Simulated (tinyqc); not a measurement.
# Van der Pauw, Hall and four-point-probe measurements on a doped layer, step by step

Numbers from tinyqc (`OMP_NUM_THREADS=1 python tinyqc.py 2850135 2850136 out.jsonl`; about 0.01 s on one thread of a shared Intel Xeon 2.30GHz). Printed values are rounded.

A uniform p-type layer with sheet resistance Rs = 1/(q ns mu), point contacts, low field (mu B small).

Parameters, values chosen for the exercise: sheet density of the layer ns = 2.8e14 cm^-2; drift mobility mu = 30 cm^2/(V s); Hall factor rH = 1.18; magnetic field B = 2 T; current I = 1000 uA; side ratio a/b of a rectangular sample with corner contacts ar = 1.12; thickness of the layer t = 230 nm.

Constants: q = 1.602176634e-19 C. Results are converted to the units shown.

## Resistances and Hall voltage

Rs = 1/(q ns mu). For a rectangle with contacts at the corners, RA = (8 Rs/pi) sum_(k>=0) ln coth((2k + 1) pi a/(2 b)) with current along a short side b and voltage along the opposite one, RB the same with a and b exchanged; Hall voltage VH = rH B I/(q ns), negative for electrons.

Rs = 743.037 ohm/square
RA = 112.302 ohm
RB = 230.096 ohm
VH = 5.26070 mV

RB/RA = 2.05; for a square both equal Rs ln 2/pi = 164 ohm.

## Starting value

z = 2 ln 2/(pi (RA + RB)), exact for RA = RB.

z at the start = 1.28877 mS

## Iteration 1: new z

The van der Pauw equation exp(-pi RA z) + exp(-pi RB z) = 1 is solved for z = 1/Rs: e1 = exp(-pi RA z), e2 = exp(-pi RB z), f = e1 + e2 - 1, f' = -pi (RA e1 + RB e2), z(new) = z - f/f'.

e1 = 0.634647
e2 = 0.393920
f = 0.0285668
f' = -0.508660 kohm
z after iteration 1 = 1.34493 mS

## Iteration 2: new z

As before.

e1 = 0.622196
e2 = 0.378248
f = 4.44022e-4
f' = -0.492939 kohm
z after iteration 2 = 1.34583 mS

## Iteration 3: new z

As before.

e1 = 0.621998
e2 = 0.378002
f = 1.11583e-7
f' = -0.492691 kohm
z after iteration 3 = 1.34583 mS

## Course of the iteration

Stop when the step is below 1e-10 mS, or after 40 iterations.

Course of the iteration:
```
iteration	z before the step (mS)	step (mS)
1	1.28877	0.0562
2	1.34493	9.01e-4
3	1.34583	2.26e-7
4	1.34583	1.40e-14
```

Converged in 4 iterations.

## Sheet density, mobility and bulk values

converged z = 1.34583 mS

Rs = 1/z; Hall sheet density B I/(q |VH|); Hall mobility |VH|/(Rs B I); true values ns = rH times the Hall density, mu = Hall mobility/rH; bulk density ns/t, resistivity Rs t; correction factor F = Rs/[(pi/ln 2)(RA + RB)/2].

Rs = 743.037 ohm/square
Hall sheet density = 2.37288e14 cm^-2
Hall mobility = 35.4 cm^2/(V s)
ns = 2.8e14 cm^-2
mu = 30 cm^2/(V s)
bulk density = 1.21739e19 cm^-3
resistivity = 0.0170898 ohm cm
F = 0.957601

Taking the mean of RA and RB without F would overstate Rs by 4.4 %.
